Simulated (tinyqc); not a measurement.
Worked calculation: velocity overshoot from momentum and energy balance equations after a field step. Computed by tinyqc, a small Python program that keeps every step. Command: `OMP_NUM_THREADS=1 python tinyqc.py 3029342 3029343 out.jsonl overshoot walk`. One thread of a shared host (Intel(R) Xeon(R) Processor @ 2.30GHz), about 0.02 s of CPU time with the checks. Intermediate numbers are printed to about 6 digits and carried at full precision; extremes and crossings named in words are read from the listed rows.

At t = 0 the field jumps from 0 to F in a uniform sample. v is the drift velocity and u = w - (3/2) k_B T the excess energy per carrier.

Inputs (values chosen for the exercise, modelled on electrons in GaN except for tau_E): effective mass m = 0.21 m_0; low-field mobility mu_0 = 1100 cm^2/(V s); saturation velocity v_s = 1.9 1e7 cm/s; energy relaxation time tau_E = 0.28 ps; field after the step F = 31 kV/cm; lattice temperature T = 300 K; time step dt = 5.7 fs.

Scheme: implicit in the damping.

Constants: m_0 = 9.1093837015e-31 kg; e = 1.602176634e-19 C; k_B = 8.617333262e-05 eV/K.

## Constants and steady state

dv/dt = e F/m - v/tau_m(u), du/dt = e F v - u/tau_E, tau_m(u) = tau_0/(1 + c u), tau_0 = m mu_0/e, c = mu_0/(e tau_E v_s^2); this choice gives the steady state v (1 + mu_0 F v/v_s^2) = mu_0 F, which saturates at v_s. Steady velocity v = 2 mu_0 F/(1 + sqrt(1 + 4 (mu_0 F/v_s)^2)); u = e F v tau_E; carrier temperature T + 2u/(3 k_B), neglecting the drift energy m v^2/2.

tau_0 = 131.338 fs

c = 10.8825 1/eV

acceleration e F/m = 0.0259635 1e7 cm/s per fs

steady velocity = 1.44303 1e7 cm/s

steady excess energy = 0.125255 eV

steady carrier temperature = 1269.02 K

tau_E/tau_0 = 2.13, and in the steady state tau_m has shrunk to 55.6 fs.

## First four steps

dv/dt = e F/m - v/tau_m(u), du/dt = e F v - u/tau_E, tau_m(u) = tau_0/(1 + c u), tau_0 = m mu_0/e, c = mu_0/(e tau_E v_s^2); this choice gives the steady state v (1 + mu_0 F v/v_s^2) = mu_0 F, which saturates at v_s. Step: v_new = (v + dt e F/m)/(1 + dt/tau_m(u)), u_new = (u + dt e F v_new)/(1 + dt/tau_E). Start v = u = 0; the distance adds dt (v + v_new)/2.

Steps:
```
step  t (fs)  v (1e7 cm/s)      u (eV)  tau_m (fs)
1        5.7      0.141837  0.00024562     130.988
2       11.4      0.277743  0.00072170     130.315
3       17.1      0.407893  0.00141367     129.348
4       22.8      0.532423  0.00230749     128.121
```

## The whole transient

Run to 8 times the larger of tau_E and tau_0, but at most 20001 steps, and stop early if |v| > 1000 v_s or u < -1/(2c); the run is accepted if the last v is within 0.5 % of the steady value.

Selected steps, the peak among them:
```
step       t (fs)  v (1e7 cm/s)       u (eV)  distance (nm)
1     5.70000e+00       0.14184  2.45625e-04    4.04234e-02
2     1.14000e+01       0.27774  7.21704e-04    1.60003e-01
3     1.71000e+01       0.40789  1.41367e-03    3.55410e-01
6     3.42000e+01       0.76500  4.64673e-03    1.36448e+00
9     5.13000e+01       1.07355  9.34212e-03    2.94251e+00
15    8.55000e+01       1.54922  2.18274e-02    7.47892e+00
24    1.36800e+02       1.93658  4.41172e-02    1.65724e+01
32    1.82400e+02       2.02589  6.34391e-02    2.56773e+01
39    2.22300e+02       1.98698  7.80379e-02    3.37072e+01
62    3.53400e+02       1.69240  1.07697e-01    5.78076e+01
99    5.64300e+02       1.48872  1.21789e-01    9.07924e+01
156   8.89200e+02       1.44692  1.24925e-01    1.38216e+02
248   1.41360e+03       1.44313  1.25247e-01    2.13942e+02
393   2.24010e+03       1.44303  1.25255e-01    3.33210e+02
```

peak velocity = 2.02589 1e7 cm/s

time of the peak = 182.4 fs

distance at the peak = 25.6773 nm

last relative deviation from the steady velocity = 2.07436e-07

peak over steady velocity = 1.40391

The velocity overshoots to 1.40 times its steady value: momentum follows the field within tau_m while the energy, and with it the scattering rate, builds up over tau_E. A channel shorter than a few times 26 nm would see this.

## Error of the time step

The peak velocity is recomputed with dt/2 and dt/4 and by an adaptive Runge-Kutta method (tolerance 1e-9).

Peak velocity:
```
step      v_peak (1e7 cm/s)  error (%)
dt                  2.02589  -0.272711
dt/2                2.02855  -0.141806
dt/4                2.02996  -0.072093
adaptive            2.03143   0.000000
```

The implicit scheme puts the peak 0.27 % too low; halving dt divides the error by 1.92, as a first-order method should.

Checks made by the program: peak at dt/4 against the adaptive solution (relative difference 7e-04).
